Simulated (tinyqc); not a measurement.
# p-type polysilicon, carrier trapping at grain boundaries: two studies

One-dimensional grains of size Lg, uniform ionised doping N, monovalent traps Qt at each boundary at a depth Et below (for electrons) or above (for holes) the band edge there, abrupt depletion of width W on each side of a boundary, Boltzmann statistics. xi is the distance from the band edge at the grain centre to the Fermi level. Trapped charge Qt/(1 + exp((xi + VB - Et)/Vt)) = 2 N W, barrier VB = q N W^2/(2 eps0 eps_r).

Values chosen for this exercise; values of the order met in polycrystalline silicon:
```
symbol    value        unit                                                              meaning
T           400           K                                                          temperature
eps_r      11.7                                                            relative permittivity
NB      4.08e19       cm^-3                                  valence-band density of states at T
Lg          100          nm                                                           grain size
Qt       1.5e12       cm^-2                                     trap density of a grain boundary
Et         0.36          eV  depth of the trap level from the majority band edge at the boundary
ms          0.3          m0                                         mass for thermionic emission
fe            1                                           correction factor of the emission rate
mug         250  cm^2/(V s)                                           mobility inside the grains
N        3.6e17       cm^-3                                                               doping
```

Constants: q = 1.602176634e-19 C, kB = 1.380649e-23 J/K, m0 = 9.1093837015e-31 kg, Vt = kB T/q, eps0 = 8.8541878128e-14 F/cm where lengths are in cm. Results are converted to the units shown.

Each table varies one quantity; the others keep the values above.

## Effect of the doping

If the trap equation with xi = Vt ln(NB/N) has a root W < Lg/2, the grain is partly depleted; otherwise W = Lg/2 and the trap equation gives xi = Et - VB + Vt ln(Qt/(N Lg) - 1). N* = Qt/Lg. n0 = NB exp(-xi/Vt); mean density n0 (1 - 2 W/Lg) by charge balance in a partly depleted grain, and n0 (sqrt(pi)/2) erf(u)/u with u = sqrt(VB/Vt) in a fully depleted one; v = sqrt(kB T/(2 pi ms m0)); barrier resistivity Vt exp(VB/Vt)/(q fe n0 v Lg); grain resistivity (1 - 2 W/Lg)/(q n0 mug); effective mobility 1/(q mean density total resistivity). Rows with xi above 0.45 V, towards mid-gap, are left out, since the other carrier type is ignored.

Effect of the doping:
columns A: N (cm^-3); B: N/N*; C: depleted share 2 W/Lg; D: VB (V); E: xi (V); F: mean density (cm^-3); G: resistivity (ohm cm); H: effective mobility (cm^2/(V s))
```
A              B         C          D         E          F          G       H
7.5e15  0.050000    1.0000   0.014499   0.44699  8.3410e13     60.665  1233.5
1.6e16   0.10667    1.0000   0.030932   0.40232  2.6686e14     26.741  874.65
3.3e16   0.22000    1.0000   0.063797   0.33983  1.3140e15     11.320  419.61
7e16     0.46667    1.0000    0.13533   0.22928  2.3457e16     3.6490  72.919
1.5e17    1.0000   0.69201    0.13887   0.19323  4.6199e16     1.4723  91.761
3.1e17    2.0667   0.43729    0.11460   0.16821  1.7444e17    0.38541  92.836
6.5e17    4.3333   0.22800   0.065321   0.14268  5.0180e17   0.068480  181.63
1.4e18    9.3333   0.10692   0.030941   0.11624  1.2503e18   0.022575  221.13
2.9e18    19.333  0.051691   0.014980  0.091136  2.7501e18   0.010184  222.85
6e18      40.000  0.024994  0.0072461  0.066075  5.8500e18  0.0048372  220.57
```

What does the comparison show, and why?

As N goes from 7.5e15 to 6e18, VB goes from 0.0145 through a maximum of 0.139 (at N = 1.5e17 among the rows listed) to 0.00725 V, the resistivity falls from 60.7 to 0.00484 ohm cm and the effective mobility moves up and down between 72.9 and 1230 cm^2/(V s). The steepest fall of the resistivity among the rows, as N^(-2.3), lies between N = 3.1e17 and 6.5e17 cm^-3; N* = 1.50e17 cm^-3. While the grain is fully depleted VB grows as N; once the traps are full it falls as 1/N. For N = 6e18 xi is under 2.5 Vt, where Boltzmann statistics begin to fail. For N = 7.5e15, 1.6e16, 1.4e18, 2.9e18, 6e18 VB is below Vt, where abrupt depletion and thermionic emission are rough. For N = 7e16, 1.5e17 the grain is near the changeover between partial and full depletion, within a few Debye lengths, where both limits are rough. For N = 7.5e15, 1.6e16, 3.3e16 the effective mobility exceeds mug, since drift through the depleted part of the grain is left out.

## Effect of the grain size

Same model as above.

N* = Qt/Lg.

Effect of the grain size:
columns A: Lg (nm); B: N/N*; C: depleted share 2 W/Lg; D: VB (V); E: xi (V); F: mean density (cm^-3); G: resistivity (ohm cm); H: effective mobility (cm^2/(V s))
```
A         B        C         D       E         F       G      H
10   0.2400    1.000  0.006960  0.3928  4.300e14   101.1  143.6
17   0.4080    1.000   0.02011  0.3527  1.226e15   27.25  186.8
31   0.7440    1.000   0.06688  0.2563  1.455e16   3.544  121.1
53    1.272   0.7345    0.1055  0.1631  9.559e16  0.4423  147.6
94    2.256   0.4141    0.1055  0.1631  2.109e17  0.2796  105.8
160   3.840   0.2433    0.1055  0.1631  2.724e17  0.1929  118.8
290   6.960   0.1342    0.1055  0.1631  3.117e17  0.1375  145.6
500   12.00  0.07786    0.1055  0.1631  3.320e17  0.1089  172.7
```

Read the table: what changes, and by how much?

As Lg goes from 10 to 500, VB rises from 0.00696 to 0.105 V, the resistivity falls from 101 to 0.109 ohm cm and the effective mobility moves up and down between 106 and 187 cm^2/(V s). For Lg = 10, 17 VB is below Vt, where abrupt depletion and thermionic emission are rough. For Lg = 53 the grain is near the changeover between partial and full depletion, within a few Debye lengths, where both limits are rough.

Program tinyqc, `OMP_NUM_THREADS=1 python tinyqc.py 2830124 2830125 out.jsonl`; Intel Xeon 2.30GHz, shared host, one thread, about 0.01 s.
